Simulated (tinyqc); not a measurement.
Strain, valley repopulation and piezoresistance in a many-valley conduction band: one step, computed by the program tinyqc.

Valleys are ellipsoids with mass m_l along the axis a and m_t across it, parabolic, with one constant relaxation time; strain shifts the valleys and leaves the masses alone. Currents are taken along [100], in the plane, and along [001], across the plane.

Task: Mobility tensor and resistance change. Mobility tensor mu = e tau sum_v (n_v/n) [1/m_t + (1/m_l - 1/m_t) a a^T]; unstrained mu_0 = e tau (1/m_l + 2/m_t)/3; resistivity along d from the inverse tensor, rho_d = d.mu^-1.d/(n e), mobility along d = 1/(d.mu^-1.d); gauge pi_d = (rho_d/rho_0 - 1)/X.

Inputs (values chosen for the exercise, modelled on silicon):
```
quantity,value,unit
longitudinal mass m_l,0.897,m_0
transverse mass m_t,0.192,m_0
relaxation time tau,47,fs
temperature T,200,K
```

Valley axes: <100> (6 valleys in 3 pairs). Load: biaxial in the (001) plane.

share of the electrons (per pair): x 0.3836317, y 0.3836317, z 0.2327366

Constants: e = 1.602176634e-19 C; m_0 = 9.1093837015e-31 kg.

Give: mobility tensor; unstrained mobility mu_0; mobility along the first direction; mobility along the second direction; resistance change along the first direction; resistance change along the second direction.

Result:

mobility tensor (cm^2/(V s)):
```
,x,y,z
x,300.7,0.0,0.0
y,0.0,300.7,0.0
z,0.0,0.0,351.8
```

unstrained mobility mu_0 = 317.7 cm^2/(V s)

mobility along the first direction = 300.7 cm^2/(V s)

mobility along the second direction = 351.8 cm^2/(V s)

resistance change along the first direction = 5.660 %

resistance change along the second direction = -9.676 %

The mobility lies between e tau/m_l = 92.2 and e tau/m_t = 431; the trace stays at 3 mu_0. Along the first direction the filled valleys present more of their heavy mass.
